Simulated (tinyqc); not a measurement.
Along the crystal: crystal pulling from the melt: segregation, interface stability, heat balance and point-defect regime. Computed by tinyqc, a small Python program. Command: `OMP_NUM_THREADS=1 python tinyqc.py 3013443 3013444 out.jsonl pull walk`. One thread of a shared host (Intel(R) Xeon(R) Processor @ 2.30GHz), about 0.01 s of CPU time with the checks.

A dilute solute; steady pulling with a flat interface unless it is found unstable.

Inputs (values chosen for the exercise, for a model semiconductor): equilibrium coefficient k0 = 0.026; initial melt concentration C0 = 1.9e+19 1/cm^3; diffusivity in the melt D = 0.00035 cm^2/s; kinematic viscosity nu = 0.0028 cm^2/s; crystal rotation = 2 rpm; pull rate V = 1.7 mm/min; gradient in the melt G_L = 15 K/cm; solid conductivity k_S = 23.7 W/(m K); melt conductivity k_L = 61.9 W/(m K); latent heat per volume L = 4100 J/cm^3; melting point T_m = 1685 K; interface energy gamma = 0.4 J/m^2; frozen fraction g = 0.46; critical ratio xi_c = 0.15 mm^2/(min K).

Loss from the melt surface: none.

Constants: k_B = 1.380649e-23 J/K.

Method:
- delta = 1.61 D^(1/3) nu^(1/6) omega^(-1/2), omega = 2 pi rpm/60; k_eff = k0/[k0 + (1 - k0) exp(-V delta/D)] (Burton, Prim and Slichter); the melt at the interface is enriched by k_eff/k0.
- Axial profile: C_s = k_eff C0 (1 - g)^(k_eff - 1); bulk melt C_L = C_s/k_eff. Usable fraction: the g at which C_s has changed by 30 % from its first value (0.99 at most).
- k_S G_S = k_L G_L + L V; the largest rate for this G_S, with G_L = 0, is k_S G_S/L. Voronkov: the crystal grows vacancy-rich if V/G_S > xi_c and interstitial-rich if below; at fixed G_L the neutral rate solves V = xi_c G_S(V).
- Liquidus slope per concentration (van 't Hoff): |m| = k_B T_m^2 (1 - k0)/L. Solute gradient at the interface: G_C = (V/D) C_s (1 - k0)/k0. Constitutional supercooling sets in when |m| G_C > G_L. Critical C_s from the equality.
- Mullins-Sekerka for a thick solute layer: a ripple of wave number w grows if S(w) = -Gam w^2 - G* + |m| G_C (w* - V/D)/(w* - (1 - k0) V/D) > 0, Gam = gamma T_m/L, G* = (k_S G_S + k_L G_L)/(k_S + k_L), w* = V/(2D) + sqrt((V/(2D))^2 + w^2).
- The critical C_s is that at which the maximum of S over w is zero.

k_eff = 0.0536654

critical C_s = 5.31151e+18 1/cm^3

critical C_s, Mullins-Sekerka = 1.25550e+19 1/cm^3

Axial profile:
```
g     C_s (1/cm^3)  C_s/C_s(0)  the same for k0, no loss  C_s over constitutional limit  C_s over Mullins-Sekerka limit
0.00    1.0196e+18       1.000                     1.000                         0.1920                          0.0812
0.20    1.2594e+18       1.235                     1.243                         0.2371                          0.1003
0.40    1.6534e+18       1.622                     1.645                         0.3113                          0.1317
0.60    2.4268e+18       2.380                     2.441                         0.4569                          0.1933
0.75    3.7861e+18       3.713                     3.858                         0.7128                          0.3016
0.85    6.1396e+18       6.021                     6.346                         1.1559                          0.4890
0.92    1.1130e+19      10.916                    11.706                         2.0954                          0.8865
0.97    2.8158e+19      27.616                    30.429                         5.3013                          2.2428
```

What does the comparison show, and why?

C_s changes by a factor 27.6 up to g = 0.97, against 30.4 for k0 without loss. The constitutional limit is passed from g = 0.85 on, the full limit from g = 0.97 on: from there on the crystal breaks down unless V is cut. Caution: the onset wavelength exceeds the stirred boundary layer, so flow cuts off the solute field assumed in this theory.

Extremes, crossings and ranges named in words are read from the listed rows.
